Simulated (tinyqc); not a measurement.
Ballistic Schottky-barrier transistor with a one-dimensional channel, WKB contacts: two steps of the calculation.

Source Fermi level 0, drain Fermi level -Vd. Far from the contacts Ec = pn - psi, and the gate moves psi one to one; the band edges relax as exp(-x/lam) from pn at the source and pn - Vd at the drain; Ev = Ec - Eg. A carrier of energy w inside the channel band meets at a contact a barrier of height D (the contact edge beyond the channel edge): T = 1 for w >= D, else exp(-S), S = 4 lam sqrt(m/C) [sqrt(D - w) - sqrt(w) arctan sqrt((D - w)/w)], C = hbar^2/(2 m0). The two contacts combine as Ts Td/(Ts + Td - Ts Td).

Inputs (values chosen for the exercise); channel values close to those of a silicon nanowire with silicide contacts:
- T = 350 K (temperature)
- pn = 0.69 eV (barrier for electrons at both contacts)
- mn = 0.2 m0 (electron mass)
- g = 2 (valleys or subbands)
- lam = 4.8 nm (screening length at the contacts)
- Vd = 0.3 V (drain bias)
- ps = 0.48 V (band shift psi of the channel by the gate)
- w0 = 0.26 eV (energy of one carrier inside the channel band)
- wm = 0.69 eV (upper end of the grid)
- nE = 17 (points of the grid)

Constants: q = 1.602176634e-19 C, kB = 1.380649e-23 J/K, hbar = 1.054571817e-34 J s, h = 6.62607015e-34 J s, m0 = 9.1093837015e-31 kg, Vt = kB T/q, hbar^2/(2 m0) = 0.0380998212 eV nm^2. Results are converted to the units shown.

Question 1. Transmission of one of the electrons. S and T at both contacts for w = w0, and the tunnelling distance lam ln(D/w) at the higher barrier.

D for electrons (eV): source 0.48000000, drain 0.18000000

Wanted: S at the source; S at the drain; combined T; tunnelling distance.

Answer 1.

S at the source = 3.9519
S at the drain = 0
combined T = 0.019218
tunnelling distance = 2.9429 nm

Question 2. Current of the electrons on a coarse grid. I = g (2 q^2/h) int T(w) [f(Es + w) - f(Ed + w)] dw, f(y) = 1/(1 + exp(y/Vt)). Electrons: Ds = psi, Dd = psi - Vd, Es = Ec, Ed = Ec + Vd. Holes: Ds = -psi, Dd = Vd - psi, Es = -Ev, Ed = -Ev - Vd. The size of each current is taken; both flow from drain to source and add. Simpson's rule on nE equally spaced w from 0 to wm.

Give: w; Ts; Td; T; size of the supply difference; current.

Answer 2.

```
point,w (eV),Ts,Td,T,size of the supply difference
0,0.0000,5.806e-14,7.845e-9,5.806e-14,9.456e-4
1,0.0431,2.493e-8,0.001363,2.493e-8,2.265e-4
2,0.0862,2.340e-6,0.04721,2.340e-6,5.422e-5
3,0.1294,5.376e-5,0.3489,5.375e-5,1.298e-5
4,0.1725,5.875e-4,0.9476,5.875e-4,3.106e-6
5,0.2156,0.003942,1.000,0.003942,7.434e-7
6,0.2587,0.01846,1.000,0.01846,1.779e-7
7,0.3019,0.06493,1.000,0.06493,4.259e-8
8,0.3450,0.1791,1.000,0.1791,1.019e-8
9,0.3881,0.3969,1.000,0.3969,2.440e-9
10,0.4313,0.7096,1.000,0.7096,5.840e-10
11,0.4744,0.9871,1.000,0.9871,1.398e-10
12,0.5175,1.000,1.000,1.000,3.345e-11
13,0.5606,1.000,1.000,1.000,8.007e-12
14,0.6038,1.000,1.000,1.000,1.916e-12
15,0.6469,1.000,1.000,1.000,4.587e-13
16,0.6900,1.000,1.000,1.000,1.098e-13
```

current = 1.004e-7 uA

Range of the model: No scattering, image-force lowering, channel charge or band-to-band tunnelling; parabolic kappa overstates S deep in the gap.

Numbers from tinyqc (`OMP_NUM_THREADS=1 python tinyqc.py 2390030 2390031 out.jsonl`; about 0.05 s on one thread of a shared Intel Xeon 2.30GHz).
